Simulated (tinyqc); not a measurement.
Inside a calculation. Model: implant damage, amorphisation by cascade overlap, and solid-phase epitaxial regrowth. Computed by tinyqc, a small Python program that keeps every step. Command: `OMP_NUM_THREADS=1 python tinyqc.py 3111607 3111608 out.jsonl sper walk`. One thread of a shared host (Intel(R) Xeon(R) Processor @ 2.30GHz), about 0.01 s of CPU time with the checks. Intermediate numbers are printed to about 5 digits and carried at full precision; extremes and crossings named in words are read from the listed rows.

Range and width of the damage are inputs. Dynamic annealing enters only through the surviving share f.

Inputs (values chosen for the exercise, modelled on arsenic ions in germanium):

| quantity | value | unit |
|---|---|---|
| atomic density N | 44.2 | 1/nm^3 |
| ion Z1 | 33 | - |
| ion mass M1 | 74.9 | u |
| target Z2 | 32 | - |
| target mass M2 | 72.63 | u |
| ion energy E | 91 | keV |
| displacement energy E_d | 15 | eV |
| depth of the damage peak R_d | 48 | nm |
| width of the damage profile s_d | 22 | nm |
| share of defects that survive f | 0.51 | - |
| critical displaced share x_c | 0.17 | - |
| dose Q | 7.7e+14 | 1/cm^2 |
| overlaps needed n | 2 | - |
| area amorphised by one track A_i | 1.6 | nm^2 |
| regrowth prefactor v0 | 1.8e+16 | nm/s |
| regrowth energy E_a | 2.16 | eV |
| anneal temperature | 373 | C |
| rate relative to (100) | 0.33 | - |
| peak enhancement by the dopant | 7.5 | - |
| ramp rate | 52 | K/s |

Constants: a_0 = 0.529177210903 angstrom; e^2/(4 pi eps_0) = 14.39964548 eV angstrom; k_B = 8.617333262e-05 eV/K.

## Damage energy and displacements per ion

Robinson partition: eps = E a M2/(Z1 Z2 (e^2/(4 pi eps_0)) (M1 + M2)), a = 0.8853 a_0/sqrt(Z1^(2/3) + Z2^(2/3)); k = 0.0793 Z1^(2/3) Z2^(1/2) (M1 + M2)^(3/2)/((Z1^(2/3) + Z2^(2/3))^(3/4) M1^(3/2) M2^(1/2)); damage energy T_d = E/(1 + k (eps + 0.40244 eps^(3/4) + 3.4008 eps^(1/6))); displacements nu = 0.8 T_d/(2 E_d).

reduced energy eps = 0.30583

k = 0.15614

damage energy T_d = 60.286 keV

T_d/E = 0.66249

displacements per ion nu = 1607.6

34 % of the energy goes to electrons.

## The amorphous layer

Displaced share x(z) = f nu Q exp(-(z - R_d)^2/(2 s_d^2))/(sqrt(2 pi) s_d N); the layer is amorphous where x > x_c, between R_d -/+ s_d sqrt(2 ln(x_max/x_c)), the upper edge being cut at the surface. Threshold dose Q_c = Q x_c/x_max.

peak displaced share x_max = 2.5901

threshold dose Q_c = 5.0539e+13 1/cm^2

upper edge = 0 nm

lower edge = 99.347 nm

The layer reaches the surface. Caution: x above 1 counts atoms displaced more than once.

## Damage left below the interface

Displaced atoms per area beyond the lower edge z2: f nu Q (1/2) erfc((z2 - R_d)/(sqrt2 s_d)); they are not removed by regrowth.

share of the damage beyond z2 = 0.0097993

displaced atoms beyond z2 = 6.1865e+15 1/cm^2

## Layer against dose

The formulas are those given above.

Dose series; the last column is f nu Q erfc((z2 - R_d)/(sqrt2 s_d))/2:

| Q (1/cm^2) | x_max | upper edge (nm) | lower edge (nm) | displaced atoms beyond z2 (1/cm^2) |
|---|---|---|---|---|
| 5.56e+13 | 0.1870 | 38.388 | 57.61 | 1.5093e+16 |
| 7.58e+13 | 0.2550 | 28.191 | 67.81 | 1.1432e+16 |
| 1.26e+14 | 0.4238 | 18.263 | 77.74 | 9.1154e+15 |
| 2.02e+14 | 0.6795 | 11.378 | 84.62 | 7.9483e+15 |
| 3.54e+14 | 1.1908 | 4.592 | 91.41 | 7.0362e+15 |
| 6.06e+14 | 2.0384 | 0.000 | 97.04 | 6.4135e+15 |
| 1.26e+15 | 4.2383 | 0.000 | 103.80 | 5.7886e+15 |
| 2.53e+15 | 8.5103 | 0.000 | 109.55 | 5.3400e+15 |

A dose 46 times larger moves the lower edge from 57.6 to 110 nm, as the root of a logarithm, and the damage beyond it falls by a factor 2.8, since the edge lies on an ever steeper tail. The layer reaches the surface at Q_c exp(R_d^2/(2 s_d^2)) = 5.46e14 per cm^2.

## Overlap model

Gibbons model: a point turns amorphous after n + 1 hits; with y = A_i Q the amorphous share is 1 - exp(-y) sum_(k=0..n) y^k/k!. Doses are set by y.

Amorphous share:

| y | Q (1/cm^2) | direct impact (n = 0) | given n |
|---|---|---|---|
| 0.1 | 6.2500e+12 | 0.09516 | 1.5465e-04 |
| 0.3 | 1.8750e+13 | 0.25918 | 3.5995e-03 |
| 0.6 | 3.7500e+13 | 0.45119 | 2.3115e-02 |
| 1.0 | 6.2500e+13 | 0.63212 | 8.0301e-02 |
| 2.0 | 1.2500e+14 | 0.86466 | 3.2332e-01 |
| 3.0 | 1.8750e+14 | 0.95021 | 5.7681e-01 |
| 5.0 | 3.1250e+14 | 0.99326 | 8.7535e-01 |
| 8.0 | 5.0000e+14 | 0.99966 | 9.8625e-01 |

At small y the share grows as y^3; between the first rows the exponent is 2.86.

## Isothermal regrowth

v = v0 x orientation factor x exp(-E_a/(k_B T)) x [1 + (enhancement - 1) exp(-(z - R_d)^2/(2 s_d^2))], T = anneal temperature + 273.15 K; the dopant is taken to follow the damage profile; the lower front moves from the lower edge z2 to the surface, or to the middle (z1 + z2)/2 of a buried layer with upper edge z1; time = int dz/v; the equivalent undoped distance is that time times the undoped velocity.

undoped velocity = 0.084417 nm/s

distance to regrow = 99.347 nm

time without enhancement = 1176.9 s

equivalent undoped distance = 28.491 nm

time with enhancement = 337.51 s

The rate doubles for each 12 K or so near this temperature.

## Regrowth during a ramp

On a linear ramp from 200 C regrowth ends at the T_f where int v_undoped dT/(ramp rate) equals the equivalent undoped distance.

temperature at which regrowth ends = 506.52 C

Checks made by the program: tail against quadrature of x(z) N (relative difference below 1e-10).
